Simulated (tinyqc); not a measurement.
Two-band tight binding of a puckered layer, step by step. Values are carried at full precision from step to step, so a last printed digit may differ when a step is redone from the rounded ones.

With X = kx ax/2 and Y = ky ay/2: h = t2 + 2 cos(Y) (t1 exp(iX) + t3 exp(-iX)) + t5 exp(2iX), d = 4 t4 cos(X) cos(Y), H = [[d, h], [h*, d]], E = d -/+ |h|.

Constants: hbar^2/2m0 = 3.80998211 eV angstrom^2.

Parameters, chosen for this exercise (near a published set for monolayer black phosphorus; the results hold for these values, not for the real material): ax = 4.63 angstrom (period along x (armchair)); ay = 3.33 angstrom (period along y (zigzag)); t1 = -1.203 eV (along the zigzag); t2 = 3.7 eV (across the pucker); t3 = -0.213 eV (second in the sheet); t4 = -0.095 eV (same sublattice); t5 = -0.057 eV (far across); k = (0.37, 0.15) 1/angstrom (wave vector).

## One k point

Form X, Y, h, d and the levels.

X, Y (rad): 0.85655  0.24975

h = 1.9105-1.5061i eV
d = -0.2412 eV

levels (eV): -2.6740  2.1916

## Expansion about Gamma

h = h0 + i chi kx + gx kx^2 + gy ky^2 and d = 4 t4 + ex kx^2 + ey ky^2, with h0 = t2 + 2 t1 + 2 t3 + t5, chi = ax (t1 - t3 + t5), gx = -ax^2 ((t1 + t3)/4 + t5/2), gy = -ay^2 (t1 + t3)/4, ex = -t4 ax^2/2, ey = -t4 ay^2/2. The gap is 2 h0.

h0 = 0.8110 eV
gap = 1.6220 eV
chi = -4.8476 eV angstrom

gx, gy, ex, ey (eV angstrom^2): 8.1996  3.9255  1.0183  0.5267

## Masses

Electrons: c/(ex + gx + chi^2/(2 h0)) along x, c/(ey + gy) along y; holes: the same with -ex and -ey; c = hbar^2/2m0. The coefficients stand in the order gx, gy, ex, ey.

masses (m0):
```
               x       y
electron  0.1607  0.8558
hole      0.1758  1.1210
```

density-of-states mass sqrt(mx my) (m0): electron 0.3709, hole 0.4440

my/mx: electron 5.32, hole 6.38

Along x the term chi^2/(2 h0) = 14.49 eV angstrom^2 couples the bands and makes both carriers light; along y it is absent.

## Checks

- Electron mass along x against a finite difference of the band: both 0.1607.

Program tinyqc; command `OMP_NUM_THREADS=1 python tinyqc.py 1482309 1482310 out.jsonl`; about 0.01 s on one thread of a shared Intel(R) Xeon(R) Processor @ 2.30GHz.
